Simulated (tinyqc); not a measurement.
Comparisons within one model: polytypes by hexagonality, and a cubic inclusion as a quantum well. A value that a table varies takes the place of the one given here.

Gap: E3 + (Es - E3) h/hs for h up to hs, then linear from Es to E2 at h = 1. Valence top Ev2 h and polarisation P2 h, both counted from 3C; Ec = Ev + gap.

A cubic inclusion of width L = N d in the host (h = 0.4) is a well of depth V = Ec(host) - Ec(3C). Square well with mass mismatch: k tan(k L/2) = (m_w/m_b) q, k = sqrt(m_w E/c), q = sqrt(m_b (V - E)/c), c = hbar^2/2m0, lowest root. The depth of the level, V - E, is its binding, and the transition to the valence top of the host is gap(host) - (V - E). The step in polarisation gives a field |F| = |P|/(eps eps0) in a thin inclusion, eps0 = 8.8541878e-12 F/m.

Constants: hbar^2/2m0 = 3.80998211 eV angstrom^2.

Values chosen for the exercise (of the order of those of SiC; not measured data):
- E3 = 2.396 eV (gap of the cubic polytype)
- E2 = 3.325 eV (gap of 2H)
- Ev2 = 0.138 eV (valence top of 2H above that of 3C)
- P2 = -0.0466 C/m^2 (spontaneous polarisation of 2H)
- Es = 3.246 eV (gap at the hexagonality hs)
- hs = 0.5 (hexagonality up to which the first line holds)
- m = (0.316, 0.315) m0 (electron mass along c in the cubic layer and in the host)
- d = 2.519 angstrom (thickness of a double layer)
- eps = 10.1 (dielectric constant)
- N = 2 (double layers in the cubic inclusion)

## Width of the inclusion

Without the field: square well. With it, the potential inside is |F| (z - L/2), the host conduction edge lies at V - |F| L/2 on one side and V + |F| L/2 on the other, and the lowest level E_F is found by finite differences (step 0.25 angstrom, wide box, good to about 1 meV). Holes sit in the host on the high side, so the transition is gap(host) - V + E_F - |F| L/2. A dash: bound by less than 2 meV or not at all.

Results:

| N | L (angstrom) | depth (eV) | transition (eV) | depth below the low side, with field (eV) | transition with field (eV) |
|---|---|---|---|---|---|
| 1 | 2.52 | 0.063 | 3.013 | 0.039 | 2.984 |
| 2 | 5.04 | 0.191 | 2.885 | 0.142 | 2.829 |
| 3 | 7.56 | 0.311 | 2.765 | 0.237 | 2.681 |
| 4 | 10.08 | 0.404 | 2.672 | 0.306 | 2.560 |
| 6 | 15.11 | 0.523 | 2.553 | 0.380 | 2.381 |
| 8 | 20.15 | 0.589 | 2.487 | 0.408 | 2.248 |
| 12 | 30.23 | 0.655 | 2.421 | 0.419 | 2.026 |

What does this show, and why?

The square well binds a level even at N = 1 (63 meV), as any symmetric one-dimensional well does; the depth grows to 655 of 735 meV, and the transition tends to E3 - Ev(host) = 2.341 eV. With the field the level is bound by 2 meV or more for N = 1, 2, 3, 4, 6, 8 and 12, and the transition is lowered by 29 meV at N = 1 and 395 meV at N = 12, where |F| L/2 = 315 meV. Free carriers or surface charge screen the field and the step between the two sides, and the attraction to the hole, left out here, binds the electron further.

## The same inclusion in several hosts

h from the stacking: 8H 1/4, 6H 1/3, 15R 2/5, 4H 1/2, 9R 2/3, 2H 1. V = Ec(host) - Ec(3C); square-well level from k tan(k L/2) = (m_w/m_b) q, k = sqrt(m_w E/c), q = sqrt(m_b (V - E)/c), L = N d; |F| = |P|/(eps eps0), eps0 = 8.8541878e-12 F/m.

Results:

| host | h | gap (eV) | V (eV) | depth (eV) | \|F\| (MV/cm) |
|---|---|---|---|---|---|
| 8H | 0.250 | 2.821 | 0.460 | 0.085 | 1.30 |
| 6H | 0.333 | 2.963 | 0.613 | 0.140 | 1.74 |
| 15R | 0.400 | 3.076 | 0.735 | 0.191 | 2.08 |
| 4H | 0.500 | 3.246 | 0.919 | 0.277 | 2.61 |
| 9R | 0.667 | 3.272 | 0.968 | 0.301 | 3.47 |
| 2H | 1.000 | 3.325 | 1.067 | 0.353 | 5.21 |

How do the results move?

From 8H to 4H the well deepens by a factor of 2.00 and the bound level by 3.27, between the limits of a wide well (as V) and a thin one (as V^2); in 4H the level keeps 30 % of V; from 4H to 2H the gap gains only 79 meV while the field doubles. The depths leave the field out, although its drop |F| L reaches 263 meV in 2H.

## What each parameter does

Well depth, depth of the level, transition without the field and field. Each row changes one parameter from the base and keeps the others.

Results:

| case | V (eV) | depth (eV) | transition (eV) | \|F\| (MV/cm) |
|---|---|---|---|---|
| base | 0.7352 | 0.1908 | 2.8852 | 2.084 |
| N = 3 | 0.7352 | 0.3109 | 2.7651 | 2.084 |
| Ev2 = 0.168 eV | 0.7472 | 0.1961 | 2.8799 | 2.084 |
| E3 = 2.376 eV | 0.7512 | 0.1979 | 2.8741 | 2.084 |
| E2 = 3.355 eV | 0.7352 | 0.1908 | 2.8852 | 2.084 |
| P2 = -0.0606 C/m^2 | 0.7352 | 0.1908 | 2.8852 | 2.711 |
| eps = 11.1 | 0.7352 | 0.1908 | 2.8852 | 1.897 |
| m = (0.379, 0.315) m0 | 0.7352 | 0.1956 | 2.8804 | 2.084 |

How do the results move?

The largest shifts from the base row, up to three for each result and ties (the steps differ in size, so this ranks the rows, not the parameters). V (eV): E3 +0.0160, Ev2 +0.0120; unchanged at the printed digits by N, E2, P2, eps and m. depth (eV): N +0.1201, E3 +0.0070, Ev2 +0.0053; unchanged at the printed digits by E2, P2 and eps. transition (eV): N -0.1201, E3 -0.0110, Ev2 -0.0053; unchanged at the printed digits by E2, P2 and eps. |F| (MV/cm): P2 +0.626, eps -0.188; unchanged at the printed digits by N, Ev2, E3, E2 and m.

Program tinyqc; command `OMP_NUM_THREADS=1 python tinyqc.py 1850297 1850298 out.jsonl`; about 0.02 s on one thread of a shared Intel(R) Xeon(R) Processor @ 2.30GHz.
